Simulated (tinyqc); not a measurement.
What each parameter does: heterojunction of two tight-binding chains.

Left chain: hopping -t1, sites at 2 t1 (band bottom 0). Right chain: hopping -t2, sites at dE + 2 t2 (bottom dE). t = c/(m a^2), c = hbar^2/2m0. The bond across the interface is -tc with tc = f sqrt(t1 t2), and the last left site has the extra energy U. In a chain E = bottom + 2t (1 - cos(ka)); the surface Green function of a half chain is g = -exp(ika)/t, with Im k > 0 where cos(ka) > 1.

Constants: hbar^2/2m0 = 3.80998211 eV angstrom^2.

Inputs chosen for the exercise (masses and offset of the size met at Si / SiGe; shifted at random, so the results belong to these values and not to a real crystal): a = 4 angstrom (site spacing); m1 = 0.188 m0 (mass on the left); m2 = 0.219 m0 (mass on the right); dE = 0.13 eV (band offset); f = 1 (factor on the interface hopping); U = -0.99 eV (extra energy on the last left site); E = 0.194 eV (electron energy).

T = 4 Im(S1) Im(S2) |G|^2 with G = 1/(E - 2 t1 - U - S1 - S2), S1 = -t1 exp(i k1 a), S2 = -(tc^2/t2) exp(i k2 a).

Results for these values:
```
case       T    k1 a    k2 a
base  0.3433  0.3939  0.2432
```

What happens to each result for m1 = 0.2256 m0, all else kept?

Answer: T falls from 0.3433 to 0.2809; k1 a rises from 0.3939 to 0.4321; k2 a does not change at the printed digits.

The same for each parameter in turn:
```
case                   T    k1 a    k2 a
base              0.3433  0.3939  0.2432
m1 = 0.2256 m0    0.2809  0.4321  0.2432
m2 = 0.2628 m0    0.3690  0.3939  0.2666
dE = 0.08 eV      0.4288  0.3939  0.3252
f = 0.9           0.3991  0.3939  0.2432
U = -0.79 eV      0.4400  0.3939  0.2432
a = 3.2 angstrom  0.4477  0.3144  0.1944
```

Computed by tinyqc, a small Python program: `OMP_NUM_THREADS=1 python tinyqc.py 1451471 1451472 out.jsonl` (the numbers bound the seed that draws the inputs); one thread of a shared host (Intel(R) Xeon(R) Processor @ 2.30GHz), about 0.01 s for the whole set of steps.
